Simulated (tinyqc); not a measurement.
Worked calculation: bond-orbital model of a tetrahedral semiconductor (Harrison's universal couplings). Values are carried at full precision from step to step, so a last printed digit may differ when a step is redone from the rounded ones.

Hybrid level eh = (es + 3 ep)/4; metallic energy V1 = (ep - es)/4 for each atom; covalent energy V2 = 3.22 hbar^2/(m d^2); polar energy V3 = (ehc - eha)/2; hbar^2/m = 2c, c = hbar^2/2m0. Polarity ap = V3/sqrt(V2^2 + V3^2), covalency ac = V2/sqrt(V2^2 + V3^2). p-p coupling at Gamma Exx = (4/3)(2.22 - 2 x 0.63) hbar^2/(m d^2) = 1.28 hbar^2/(m d^2), s-s coupling Ess = 4 x 1.32 hbar^2/(m d^2).

Constants: hbar^2/2m0 = 3.80998211 eV angstrom^2.

Parameters, chosen for this exercise (near tabulated values for InSb; the model gives trends, and its gaps can be far from the real ones; the results hold for these values, not for the real material):
- esc = -10.28 eV (s level, cation)
- epc = -5.34 eV (p level, cation)
- esa = -16.19 eV (s level, anion)
- epa = -8.08 eV (p level, anion)
- d = 2.8 angstrom (bond length)
- Z = 5 (valence electrons of the anion)

## The three energies

Form the hybrid levels, V1, V2 and V3.

hbar^2/(m d^2) = 0.9719 eV

hybrid levels (eV): cation -6.5750, anion -10.1075

V1 (eV): cation 1.2350, anion 2.0275

V2, V3 (eV): 3.1296  1.7663

## Bond and antibond

The 2 x 2 problem [[ehc, -V2], [-V2, eha]] gives (ehc + eha)/2 -/+ sqrt(V2^2 + V3^2); ap = V3/sqrt(V2^2 + V3^2), ac = V2/sqrt(V2^2 + V3^2); the bond has weight (1 + ap)/2 on the anion.

levels (eV): bond -11.9349, antibond -4.7476

ap = 0.4915
ac = 0.8709
weight on the anion = 0.7457

## Charges

With dZ = Z - 4: effective charge Z* = 4 ap - dZ (positive on the cation); transverse charge eT* = Z* + (8/3) ap ac^2.

Z* = 0.966 e
eT* = 1.960 e

Charge that flows along the bonds as they stretch adds 0.99 e to the static value.

## Metallicity and a gap from the bond picture

Neighbouring bonds couple through V1: averaged V1b = V1c (1 - ap)/2 + V1a (1 + ap)/2 for the bond band and V1x = V1c (1 + ap)/2 + V1a (1 - ap)/2 for the antibond band. The top of the bond band lies V1b above the bond level and the bottom of the antibond band 3 V1x below the antibond level, so the gap is 2 sqrt(V2^2 + V3^2) - V1b - 3 V1x; metallicity am = (V1b + 3 V1x)/(2 sqrt(V2^2 + V3^2)).

V1b, V1x (eV): 1.8260  1.4365

gap = 1.052 eV
am = 0.854

The gap closes where am reaches one. The model gives trends; its gap can miss the real one by a factor of two to five, most in ratio for narrow gaps and most in eV for first-row compounds.

## Band edges at Gamma

Ev is the lower root of [[epa, Exx], [Exx, epc]] and the s-like conduction level the upper root of [[esa, Ess], [Ess, esc]], with Exx = 1.28 u and Ess = 5.28 u, u = hbar^2/(m d^2).

Exx, Ess (eV): 1.2441  5.1318

Ev = -8.561 eV
s-like conduction level = -7.313 eV
E0 gap = 1.247 eV

Universal couplings give the trend of E0 from compound to compound, not its value; it can miss by several eV and by a factor of two or more, and spin-orbit coupling is left out.

## Checks

- Bond level from the formula against the 2 x 2 matrix: both -11.9349.

Run: tinyqc, `OMP_NUM_THREADS=1 python tinyqc.py 1451614 1451615 out.jsonl`; Intel(R) Xeon(R) Processor @ 2.30GHz, one thread, shared host; about 0.01 s of CPU time with all checks.
